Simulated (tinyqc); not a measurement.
What moves the results: Gamma, L and X subbands of a thin body with non-parabolic valleys. A value that a table varies takes the place of the one given here.

Hard walls, flat band, c = hbar^2/2m0, energies from the bulk Gamma edge. For a valley at angle theta to the normal 1/m_z = cos^2/ml + sin^2/mt and m_d = sqrt(ml mt^2/m_z). Subband n starts at E_v + e with e (1 + a e) = c (n pi/t)^2/m_z, and its density-of-states mass is taken as m_d (1 + 2 a e), without further growth at higher in-plane energy. Groups are named by valley and degeneracy.

n_i = g m/(2 pi c) kB T ln(1 + exp((EF - E_i)/kB T)), sum n_i = Ns (1e12/cm^2 = 1e-4/angstrom^2), c = hbar^2/2m0. Quantum capacitance Cq = 1602.176634 sum g m/(2 pi c) f_i in microfarad/cm^2 with f_i = 1/(1 + exp((E_i - EF)/kB T)); Cox = 34.5313/eot (one gate); C/Cox = Cq/(Cq + Cox), the centroid term left out.

Constants: hbar^2/2m0 = 3.80998211 eV angstrom^2; kB = 8.617333262e-05 eV/K.

Values chosen for the exercise (near those of a thin GaSb channel; not measured data): face = 100 (surface); mG = 0.0387 m0 (Gamma mass); aG = 1.12 1/eV (Gamma non-parabolicity); EL = 0.058 eV (L edge above Gamma); mL = (1.309, 0.098) m0 (L valleys (four, along <111>): ml, mt); EX = 0.299 eV (X edge above Gamma); mX = (1.469, 0.224) m0 (X valleys (three, along <100>): ml, mt); aS = 0.36 1/eV (non-parabolicity of L and X); Ns = 3.2 x 1e12/cm^2 (sheet density); T = 300 K (temperature); eot = 6 angstrom (equivalent oxide thickness); ts = (18, 24, 30, 40, 55, 75, 110) angstrom (thicknesses); t = 78 angstrom (body thickness); Nl = (0.5, 1, 2, 4, 7, 11, 16) x 1e12/cm^2 (sheet densities).

## Thinning the body

Lowest edge of each valley type, the lowest group, the Gamma share and C/Cox, with n = 1 to 8 of all groups.

Results:
```
t (angstrom)  Gamma (eV)  L (eV)  X (eV)  lowest  Gamma share (%)  C/Cox
18                 1.250   0.720   0.376      X1              0.0  0.663
24                 0.860   0.460   0.343      X1              0.0  0.692
30                 0.632   0.327   0.327      L4              0.0  0.760
40                 0.415   0.215   0.315      L4              0.0  0.756
55                 0.251   0.143   0.307      L4              0.1  0.754
75                 0.148   0.104   0.304      L4              0.8  0.755
110                0.074   0.080   0.301      G1              4.0  0.758
```

From 110 down to 18 angstrom Gamma rises by 1.18 eV, L by 0.64 and X by 0.07 eV, the light Gamma mass moving most. The lowest group changes from G1 to L4 between 110 and 75 angstrom. The lowest group changes from L4 to X1 between 30 and 24 angstrom. The Gamma share goes from 4 % to 0 %. C/Cox is 0.76 and 0.66 at the ends and lies between 0.66 and 0.76. Hard walls overstate the rise in the thinnest rows.

## Raising the sheet density

Fixed thickness, n = 1 to 8 of all groups; the gate overdrive above the lowest edge is (EF - E_lowest)/e + 0.1602177 Ns/Cox in volts.

Results:
```
Ns (1e12/cm^2)  EF - lowest (eV)  Gamma share (%)     Cq  C/Cox  overdrive (V)
0.5                       -0.085              1.0   3.04  0.346         -0.071
1.0                       -0.066              1.0   5.98  0.509         -0.039
2.0                       -0.048              1.0  11.54  0.667          0.008
4.0                       -0.028              1.1  21.53  0.789          0.084
7.0                       -0.010              1.2  34.10  0.856          0.185
11.0                       0.006              1.3  47.28  0.891          0.312
16.0                       0.021              1.4  59.57  0.912          0.466
```

The lowest subband is L4 n=1; the light Gamma level lies 37 meV above it, lifted there by confinement. At the highest density band filling takes 0.021 V of the 0.466 V overdrive. Cq grows from 3.0 to 59.6 microfarad/cm^2 while EF moves from -0.085 to +0.021 eV against the lowest edge; the Gamma share stays near 1 %.

## What each parameter does

n = 1 to 8 of all groups. Each row changes one parameter from the base and keeps the others.

Results:
```
case                  lowest edge (eV)  EF (eV)  Gamma share (%)  C/Cox
base                             0.101    0.067              1.0  0.755
t = 86 angstrom                  0.093    0.059              1.7  0.755
mG = 0.0445 m0                   0.101    0.066              2.1  0.755
aG = 0.78 1/eV                   0.101    0.067              0.8  0.755
EL = 0.008 eV                    0.051    0.017              0.2  0.754
Ns = 4.8 x 1e12/cm^2             0.101    0.079              1.1  0.814
eot = 4 angstrom                 0.101    0.067              1.0  0.672
T = 250 K                        0.101    0.077              0.8  0.783
```

The largest shifts from the base row, up to three for each result and ties (the steps differ in size, so this ranks the rows, not the parameters). lowest edge (eV): EL -0.050, t -0.008; unchanged at the printed digits by mG, aG, Ns, eot and T. EF (eV): EL -0.050, Ns +0.012, T +0.010; unchanged at the printed digits by aG and eot. Gamma share (%): mG +1.1, EL -0.9, t +0.7; unchanged at the printed digits by eot. C/Cox: eot -0.082, Ns +0.059, T +0.028; unchanged at the printed digits by t, mG and aG.

Run: tinyqc, `OMP_NUM_THREADS=1 python tinyqc.py 1281048 1281049 out.jsonl`; Intel(R) Xeon(R) Processor @ 2.30GHz, one thread, shared host; about 0.04 s of CPU time with all checks.
